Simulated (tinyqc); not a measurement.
Metal-interlayer-semiconductor contact, depinning against tunnelling resistance: contact resistivity against the decay constant of gap states through the interlayer.

Zero bias, n-type semiconductor. Gap states at the semiconductor surface thin out as exp(-be ti), which unpins the barrier; electrons must then cross the interlayer (a rectangular barrier, no voltage drop across it) and the parabolic depleted layer, both by WKB. Energies E are counted from the Fermi level; no image force, parabolic bands.

S = 1/(1 + (1/S0 - 1) exp(-be ti)); phiB = S (phiM - chi) + (1 - S)(Eg - E0); xi = Ec - EF deep inside, from Nd = Nc F(-xi/Vt), F(x) = (2/sqrt(pi)) int_0^infinity sqrt(u) du/(1 + exp(u - x)); band bending U = phiB - xi; E00 = (hbar/2) sqrt(Nd/(eps0 eps_r mt m0)) in volts; A = 4 pi q mA m0 kB^2/h^3. With U = phiB - xi: for xi < E < phiB, y = (E - xi)/U and G1 = (U/E00) [sqrt(1 - y) - y ln((1 + sqrt(1 - y))/sqrt(y))], G1 = 0 above phiB; G2 = 2 ti sqrt(mi max(phiB + dE - E, 0)/C), C = hbar^2/(2 m0); f = 1/(1 + exp(E/Vt)); 1/rho_c = (A T^2/Vt^2) times the integral of exp(-G1 - G2) f over E from xi upwards. Shares under 0.001 % are printed as 0; rows without band bending are left out.

Values chosen for this exercise; semiconductor values close to those of gallium arsenide; interlayer mass of the order of that in titanium dioxide, offset chosen freely: temperature T = 300 K; band gap Eg = 1.45 eV; relative permittivity eps_r = 12.8; electron affinity chi = 3.95 eV; conduction-band density of states at T Nc = 4.4e17 cm^-3; tunnelling mass in the semiconductor mt = 0.0656 m0; Richardson mass mA = 0.0659 m0; donor density Nd = 9e17 cm^-3; charge-neutrality level above the valence band E0 = 0.49 eV; pinning factor without interlayer S0 = 0.1; metal work function phiM = 4.12 eV; interlayer thickness ti = 0.9 nm; conduction-band offset of the interlayer above the semiconductor dE = 0.07 eV; tunnelling mass in the interlayer mi = 0.3 m0.

Constants: q = 1.602176634e-19 C, kB = 1.380649e-23 J/K, eps0 = 8.8541878128e-12 F/m, hbar = 1.054571817e-34 J s, h = 6.62607015e-34 J s, m0 = 9.1093837015e-31 kg, Vt = kB T/q, hbar^2/(2 m0) = 0.0380998212 eV nm^2. Results are converted to the units shown.

The same in every row: E00/Vt = 0.744.

Contact resistivity against the decay constant of gap states through the interlayer:

| be (1/nm) | S | phiB (eV) | rho_c (ohm cm^2) | rho_c with G2 = 0 (ohm cm^2) | peak of the integrand (eV) | share above phiB (%) |
|---|---|---|---|---|---|---|
| 1 | 0.215 | 0.790 | 1.10e4 | 524 | 0.513 | 0.620 |
| 2 | 0.402 | 0.642 | 73.9 | 4.49 | 0.418 | 1.28 |
| 3 | 0.623 | 0.468 | 0.203 | 0.0169 | 0.306 | 3.03 |
| 4 | 0.803 | 0.326 | 0.00174 | 1.94e-4 | 0.213 | 6.24 |
| 5 | 0.909 | 0.242 | 1.06e-4 | 1.44e-5 | 0.158 | 9.88 |
| 6 | 0.961 | 0.201 | 2.78e-5 | 4.20e-6 | 0.131 | 12.6 |
| 7 | 0.984 | 0.183 | 1.55e-5 | 2.47e-6 | 0.119 | 14.1 |
| 8 | 0.993 | 0.175 | 1.22e-5 | 1.98e-6 | 0.114 | 14.8 |

As be goes from 1 to 8, phiB falls from 0.790 to 0.175 eV and rho_c falls from 11000 to 1.22e-5 ohm cm^2. The ratio of rho_c to its value with G2 = 0 runs from 21.0 to 6.16.

tinyqc, about 0.04 s, one thread, Intel Xeon 2.30GHz (shared host): `OMP_NUM_THREADS=1 python tinyqc.py 2270153 2270154 out.jsonl`
